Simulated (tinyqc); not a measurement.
Resistance of a tapered via with liner, size effect and interface: one step of the calculation.

A round via whose diameter grows from db at the bottom as D(z) = db + 2 z/tan(ang). The fill, of diameter D - 2 tl, starts above the bottom liner (thickness fb tl) and has rho = rho0 (1 + ks lam/(D - 2 tl)); the sidewall liner conducts in parallel with it. The bottom liner and the interface are crossed over the full area pi db^2/4. Spreading in the lines above and below is left out.

Question. Total resistance. R_fill = sum of the slices; R_bottom = rl fb tl/(pi db^2/4); R_interface = ri/(pi db^2/4); ballistic (Sharvin) limit 1/(Sb pi (db - 2 tl)^2/4); ideal cylinder rho0 hv/(pi db^2/4).

Values chosen for this exercise; fill metal close to copper:
- db = 28 nm (diameter at the bottom)
- hv = 57 nm (height)
- rho0 = 1.63 uohm cm (bulk resistivity of the fill)
- tl = 2.8 nm (liner on the sidewall)
- fb = 1 (liner at the bottom over that on the sidewall)
- rl = 250 uohm cm (resistivity of the liner)
- ri = 2e-12 ohm cm^2 (interface resistivity at the bottom)
- Sb = 1.1e15 S/m^2 (ballistic conductance per area, about 3/(4 rho0 lam))

```
slice,slice resistance (ohm)
0,0.70857643
1,0.69147440
2,0.67494725
3,0.65897050
4,0.64352090
5,0.62857641
6,0.61411608
7,0.60012002
8,0.58656930
```

Wanted: parts; R; shares; ballistic limit; ideal cylinder.

Answer.

parts (ohm): fill 5.8069, bottom liner 11.368, interface 0.32481
R = 17.500 ohm
shares (%): fill 33.182, bottom liner 64.962, interface 1.856
ballistic limit = 2.3069 ohm
ideal cylinder = 1.5089 ohm

The bottom liner is the largest part, and R is 11.6 times the ideal cylinder. With 2000 slices R = 17.500 ohm.

tinyqc, about 0.01 s, one thread, Intel Xeon 2.30GHz (shared host): `OMP_NUM_THREADS=1 python tinyqc.py 2750048 2750049 out.jsonl`
